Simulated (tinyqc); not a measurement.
Bloch-Grueneisen resistivity of a metal. From one set of inputs to another, one input at a time. Computed by tinyqc, a small Python program. Command: `OMP_NUM_THREADS=1 python tinyqc.py 3001617 3001618 out.jsonl bg ladder`. One thread of a shared host (Intel(R) Xeon(R) Processor @ 2.30GHz), about 0.01 s of CPU time with the checks.

Electrons scatter from a Debye spectrum of phonons (n = 5 for scattering within one band, n = 3 for scattering into a second, heavy band) and from static defects.

The inputs printed are set A. Set A is modelled on tungsten; the values taken over come from a set modelled on aluminium. Inputs not listed in the table keep their values of set A, so the rows need not describe a real material.

Inputs (values chosen for the exercise, modelled on tungsten):

| quantity | value | unit |
|---|---|---|
| exponent n | 5 | - |
| Debye temperature Theta | 346 | K |
| transport coupling lambda_tr | 0.25 | - |
| Drude plasma energy hbar w_p | 7.2 | eV |
| residual resistivity rho_0 | 0.072 | microohm cm |
| temperature T | 600 | K |

Addition: none.

Constants: k_B = 1.380649e-23 J/K; hbar = 1.054571817e-34 J s; eps_0 = 8.8541878128e-12 F/m; hbar = 6.582119569e-16 eV s; k_B = 8.617333262e-05 eV/K.

Method:
- rho_ph = (n - 1) rho_1 (T/Theta)^n J_n(Theta/T), with rho_1 = 2 pi lambda_tr k_B Theta/(hbar eps_0 w_p^2), the high-temperature line at T = Theta.
- J_n(y) = int_0^y x^n e^x/(e^x - 1)^2 dx, by 96 Gauss-Legendre points (upper limit at most 60).
- Matthiessen's rule: rho = rho_0 + rho_ph.
- Temperature coefficient (1/rho) d rho/dT by a central difference of +/- 0.5 K; residual ratio rho(295 K)/rho(4.2 K); scattering time tau = 1/(eps_0 w_p^2 rho); Wiedemann-Franz kappa = L_0 T/rho, L_0 = (pi^2/3)(k_B/e)^2.

Each row keeps all changes above it:

| input moved | from | to | resistivity rho (microohm cm) | phonon resistivity rho_ph (microohm cm) | Wiedemann-Franz conductivity (W/(m K)) |
|---|---|---|---|---|---|
| set A | - | - | 11.506 | 11.434 | 127.39 |
| residual resistivity rho_0 (microohm cm) | 0.072 | 0.0038 | 11.438 | 11.434 | 128.15 |
| Debye temperature Theta (K) | 346 | 380 | 11.395 | 11.391 | 128.64 |
| transport coupling lambda_tr | 0.25 | 0.34 | 15.495 | 15.492 | 94.60 |
| Drude plasma energy hbar w_p (eV) | 7.2 | 12 | 5.581 | 5.577 | 262.65 |

Which inputs carry the difference?

Resistivity rho goes from 11.5 to 5.58, a factor 0.485 in all. The largest single move comes from Drude plasma energy hbar w_p (a factor 0.360), and transport coupling lambda_tr works against it (a factor 1.36). Phonon resistivity rho_ph goes from 11.4 to 5.58, a factor 0.488 in all. The largest single move comes from Drude plasma energy hbar w_p (a factor 0.360), and transport coupling lambda_tr works against it (a factor 1.36). Wiedemann-Franz conductivity goes from 127 to 263, a factor 2.06 in all. The largest single move comes from Drude plasma energy hbar w_p (a factor 2.78), and transport coupling lambda_tr works against it (a factor 0.735). The single moves hold for this order of the switches; the total does not depend on the order.

Extremes, crossings and ranges named in words are read from the listed rows.
